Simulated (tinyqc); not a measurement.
## Width from the threshold shift

Inverse problem. Undoped body with a flat potential across it, hard walls, transport along x. One isotropic valley (g = 1, mx = my = mz = me). Non-parabolicity enters the subband edges through E (1 + al E) = gamma, so E = 2 gamma/(1 + sqrt(1 + 4 al gamma)); motion within a subband is taken as parabolic with the band-edge mass. Energies are counted from the bulk band edge. gamma = C pi^2 [a^2/(my (t + dl)^2) + b^2/(mz (H + dl)^2)], C = hbar^2/(2 m0). Each subband has N_k = g sqrt(2 mx m0 kB T/(pi hbar^2)); without degeneracy n = exp(EF/Vt) sum N_k exp(-E_k/Vt). Classical value Nc times t H, Nc = sum over valleys of 2 g (m m0 kB T/(2 pi hbar^2))^1.5 with m = (mx my mz)^(1/3). Threshold shift dVT = Vt ln(classical value/sum N_k exp(-E_k/Vt)). Find t and the lowest subband edge.

Parameters, values chosen for the exercise; masses close to those of GaN:
```
symbol,value,unit,meaning
T,300,K,temperature
me,0.196,m0,mass at the band edge
al,0.18,1/eV,non-parabolicity
dl,0,nm,widening of the box by penetration into the insulator
H,7.9,nm,height (along z)
```

Constants: q = 1.602176634e-19 C, kB = 1.380649e-23 J/K, hbar = 1.054571817e-34 J s, m0 = 9.1093837015e-31 kg, Vt = kB T/q, hbar^2/(2 m0) = 0.0380998212 eV nm^2. Results are converted to the units shown.

dVT = 75.420516 mV

Solution. dVT is evaluated for trial values of t with all subbands; between 1.5 and 25 nm one value matches.

t = 5.300 nm
E_1 = 97.33 meV

Program tinyqc, `OMP_NUM_THREADS=1 python tinyqc.py 2350109 2350110 out.jsonl`; Intel Xeon 2.30GHz, shared host, one thread, about 0.1 s.
